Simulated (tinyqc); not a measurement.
Single-band model of a thermoelectric material. Inputs raised by 2 %, one at a time. Computed by tinyqc, a small Python program. Command: `OMP_NUM_THREADS=1 python tinyqc.py 3016497 3016498 out.jsonl thermo sens`. One thread of a shared host (Intel(R) Xeon(R) Processor @ 2.30GHz), about 0.06 s of CPU time with the checks.

One spherical band, one scattering law, no minority carriers and no phonon drag. In a real material minority carriers limit |S| to about E_g/(2 e T), so larger values are formal. eta = E_F/(k_B T) is counted from the band edge; f = 1/(1 + exp(x - eta)).

Inputs (values chosen for the exercise, for a model material): density-of-states mass m = 1 m_0; mobility parameter mu_300 = 440 cm^2/(V s); temperature exponent p = 1; lattice thermal conductivity kappa_L = 0.85 W/(m K); carrier density n = 3e+19 1/cm^3; temperature T = 310 K.

Band: parabolic. Scattering: constant relaxation time, r = 0.

Constants: m_0 = 9.1093837015e-31 kg; k_B = 1.380649e-23 J/K; hbar = 1.054571817e-34 J s; k_B = 8.617333262e-05 eV/K; e = 1.602176634e-19 C.

Method:
- With x = E/(k_B T), a = alpha k_B T (0 for a parabolic band), G = x (1 + a x), D = 1 + 2 a x and <y> = int y f (1 - f) dx, f = 1/(1 + exp(x - eta)): tau = tau_0 G^r/D; transport function s = G^(3/2 + r)/D^2; n = N_0 <G^(3/2)> with N_0 = (2 m k_B T)^(3/2)/(3 pi^2 hbar^3).
- Integrals over x = E/(k_B T) use 160 Gauss-Legendre points in u = sqrt(x) from 0 to sqrt(max(eta, 0) + 32).
- Solve for eta.
- sigma = e mu_0 N_0 <s> with mu_0 = e tau_0/m = mu_300 (T/300 K)^(-p); |S| = (k_B/e)(<x s>/<s> - eta); Lorenz number L = (k_B/e)^2 (<x^2 s>/<s> - (<x s>/<s>)^2); kappa_e = L sigma T; zT = S^2 sigma T/(kappa_L + kappa_e).
- Hall factor r_H = <G^(3/2)> <G^(3/2 + 2r)/D^4>/<s>^2; drift mobility sigma/(n e) with n = N_0 <G^(3/2)>; power factor S^2 sigma.
- Quality factor B = (k_B/e)^2 e mu_0 N_0 T/kappa_L; zT and the power factor are maximised over eta between -8 and 30.

Runs:
```
input moved                                      from        to  Seebeck coefficient |S| (microvolt/K)      zT  largest zT  density of the largest zT (1/cm^3)
base run                                            -         -                                 212.60  1.3778      1.5736                          1.3761e+19
density-of-states mass m (m_0)                      1      1.02                                 214.93  1.4091      1.6021                          1.3926e+19
mobility parameter mu_300 (cm^2/(V s))            440     448.8                                 212.60  1.3890      1.5926                          1.3599e+19
lattice thermal conductivity kappa_L (W/(m K))   0.85     0.867                                 212.60  1.3667      1.5548                          1.3924e+19
carrier density n (1/cm^3)                      3e+19  3.06e+19                                 211.05  1.3682      1.5736                          1.3761e+19
temperature T (K)                                 310     316.2                                 214.93  1.4091      1.6021                          1.3926e+19
temperature exponent p                              1      1.02                                 212.60  1.3775      1.5730                          1.3766e+19
```

Exponents ln(y'/y) / ln(x'/x):
```
input                                 Seebeck coefficient |S|      zT  largest zT  density of the largest zT
density-of-states mass m                                0.549   1.133       0.907                      0.602
mobility parameter mu_300                               0.000   0.406       0.605                     -0.598
lattice thermal conductivity kappa_L                    0.000  -0.411      -0.607                      0.597
carrier density n                                      -0.369  -0.355       0.000                      0.000
temperature T                                           0.549   1.133       0.907                      0.602
temperature exponent p                                  0.000  -0.014      -0.020                      0.020
```

Among the inputs moved here: Seebeck coefficient |S| answers most in size to density-of-states mass m (exponent +0.549), and about equally to temperature T (+0.549); its exponent is below 0.0005 for mobility parameter mu_300, lattice thermal conductivity kappa_L, temperature exponent p. zT answers most in size to density-of-states mass m (exponent +1.133), and about equally to temperature T (+1.133). Largest zT answers most in size to density-of-states mass m (exponent +0.907), and about equally to temperature T (+0.907); its exponent is below 0.0005 for carrier density n. Density of the largest zT answers most in size to density-of-states mass m (exponent +0.602), and about equally to temperature T (+0.602), mobility parameter mu_300 (-0.598), lattice thermal conductivity kappa_L (+0.597); its exponent is below 0.0005 for carrier density n.

Extremes, crossings and ranges named in words are read from the listed rows.
